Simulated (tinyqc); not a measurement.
Tight binding, dimerised chain, step by step. One step of it, computed by the program tinyqc.

Problem. Open chain of 4 cells. The same hoppings without the wrap-around bond.

H of the open chain (eV), lower triangle:
```
,1,2,3,4,5,6,7,8
1,0.000000
2,-1.540000,0.000000
3,0.000000,-2.170000,0.000000
4,0.000000,0.000000,-1.540000,0.000000
5,0.000000,0.000000,0.000000,-2.170000,0.000000
6,0.000000,0.000000,0.000000,0.000000,-1.540000,0.000000
7,0.000000,0.000000,0.000000,0.000000,0.000000,-2.170000,0.000000
8,0.000000,0.000000,0.000000,0.000000,0.000000,0.000000,-1.540000,0.000000
```

Give: levels; weights of the highest filled level on the sites.

Solution.

levels (eV): -3.484  -2.833  -1.830  -0.311  0.311  1.830  2.833  3.484

weights of the highest filled level on the sites: 0.297  0.012  0.138  0.053  0.053  0.138  0.012  0.297

The bulk gap runs from -0.6300 to 0.6300 eV; 2 level(s) of this chain lie inside it: end states, which need the weaker bond inside the cell and a chain longer than their decay length.
